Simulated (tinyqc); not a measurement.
Signal and retention of a DRAM cell: two steps of the calculation.

A stored one starts at Vd and leaks: Cs dV/dt = -I(V), I = a sqrt((V + Vb)/(Vd + Vb)) + b, with a = Ig exp[-(Eg1 q/kB)(1/T - 1/T0)] (generation in a depletion layer) and b = Is exp[-(Es q/kB)(1/T - 1/T0)]. The bit line is precharged to Vd/2, and charge sharing gives the signal (V - Vd/2) Cs/(Cs + Cb).

Parameters, values chosen for the exercise: array voltage Vd = 1.3 V; cell capacitance Cs = 23 fF; built-in plus back-bias voltage of the storage junction Vb = 1.36 V; junction leakage at V = Vd and T0 Ig = 1.8 fA; voltage-independent leakage at T0 Is = 0.1 fA; activation energy of Is Es = 0.25 eV; reference temperature T0 = 358 K; temperature T = 358 K; deviation of ln(retention time) over the cells sg = 0.91; cells Nc = 1.07e9; refresh interval tr = 64 ms; activation energy of Ig Eg1 = 0.56 eV.

Constants: q = 1.602176634e-19 C, kB = 1.380649e-23 J/K. Results are converted to the units shown.

Question 1. Retention time. With s = sqrt((Vc + Vb)/(Vd + Vb)), the time from Vd to Vc is t = [2 Cs (Vd + Vb)/a] [1 - s - (b/a) ln((a + b)/(a s + b))].

Vc = 0.84513043 V

Give: a; b; retention time; estimate with the current held at a + b.

Answer 1.

a = 1.8000 fA
b = 0.10000 fA
retention time = 5.7499 s
estimate with the current held at a + b = 5.5063 s

Question 2. Failing cells. This time is the median of a log-normal spread: failing cells = Nc erfc(z/sqrt 2)/2, z = ln(t/tr)/sg. One failure is expected at the interval where that count equals 1.

retention time = 5.7498922 s

Find: z; failing cells; interval for one failure.

Answer 2.

z = 4.9429
failing cells = 411.75
interval for one failure = 24.263 ms

The weakest cell of the array lies about 6.01 deviations out, a factor of 237 below the median; the chosen interval is longer than that time.

Range of the model: Real arrays also hold a tail of unusually leaky cells and cells whose retention varies in time, which this model lacks.

Numbers from tinyqc (`OMP_NUM_THREADS=1 python tinyqc.py 2130095 2130096 out.jsonl`; about 0.01 s on one thread of a shared Intel Xeon 2.30GHz).
